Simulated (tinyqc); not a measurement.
Fully depleted semiconductor-on-insulator film with two gates, non-linear Poisson equation by Newton steps: threshold and coupling against the back-gate voltage.

One dimension across the film, front interface at x = 0, back interface at x = ts. psi is counted from the intrinsic level, n = ni exp(psi/Vt) (source grounded), holes neglected, acceptors ionised. Gates act through Cox = eps0 eox/tox and Cbox = 3.9 eps0/tb with potentials G1 = Vg - (phiM - chi - Vt ln(Nc/ni)) and G2 = Vb - (phiB - chi - Vt ln(Nc/ni)). Classical Boltzmann densities, no interface charge, no depletion in the back plane.

ni = sqrt(Nc Nv) exp(-Eg/(2 Vt)), Eg in volts. The Poisson equation eps0 eps_r d2psi/dx2 = q (n + Na), with -eps0 eps_r dpsi/dx = Cox (G1 - psi) at x = 0 and eps0 eps_r dpsi/dx = Cbox (G2 - psi) at x = ts, is solved on 300 equal intervals with half boxes at both ends; N_inv is the trapezoid sum of n. VT is the Vg for N_inv = 1e11 cm^-2; -dVT/dVb from the linearised equation. Limits with Cs = eps0 eps_r/ts: front channel Cs Cbox/(Cox (Cs + Cbox)), back channel Cbox (Cox + Cs)/(Cox Cs). Swing at N_inv = 1e8 cm^-2.

Values chosen for this exercise; band and dielectric values close to those of silicon: temperature T = 300 K; band gap Eg = 1.14 eV; relative permittivity eps_r = 11.8; conduction-band density of states at T Nc = 2.81e19 cm^-3; valence-band density of states at T Nv = 2.67e19 cm^-3; electron affinity chi = 3.97 eV; relative permittivity of the gate insulator (close to zirconium oxide) eox = 24.8; insulator thickness tox = 7.2 nm; film thickness ts = 9.2 nm; buried-oxide thickness (eps_r 3.9) tb = 79 nm; acceptor density of the film Na = 1e15 cm^-3; work function of the front gate phiM = 4.39 eV; work function of the back plane phiB = 4.02 eV.

Constants: q = 1.602176634e-19 C, kB = 1.380649e-23 J/K, Vt = kB T/q, eps0 = 8.8541878128e-14 F/cm where lengths are in cm. Results are converted to the units shown.

The same in every row: front-channel limit = 0.0138; back-channel limit = 0.0528.

Threshold and coupling against the back-gate voltage:
```
Vb (V)   VT (V)  centroid/ts at VT  -dVT/dVb  swing (mV/decade)
-8        0.455             0.0864    0.0170               60.6
-6        0.420              0.115    0.0181               60.6
-4        0.382              0.169    0.0201               60.8
-2        0.339              0.283    0.0242               61.1
0         0.283              0.489    0.0317               61.6
2         0.211              0.703    0.0401               62.1
4         0.125              0.826    0.0454               62.3
6        0.0313              0.884    0.0479               62.5
8       -0.0660              0.913    0.0492               62.5
```

What does the comparison show?

As Vb goes from -8 to 8, VT falls from 0.455 to -0.0660 V, the centroid rises from 0.0864 to 0.913 of ts and -dVT/dVb rises from 0.0170 to 0.0492. The coupling covers 8.26 % of the way from the front-channel to the back-channel limit in the first row and 90.7 % in the last. A positive back bias draws the electrons to the back interface, where the back gate has more leverage and the front gate less, so the swing worsens.

Program tinyqc, `OMP_NUM_THREADS=1 python tinyqc.py 2190075 2190076 out.jsonl`; Intel Xeon 2.30GHz, shared host, one thread, about 0.4 s.
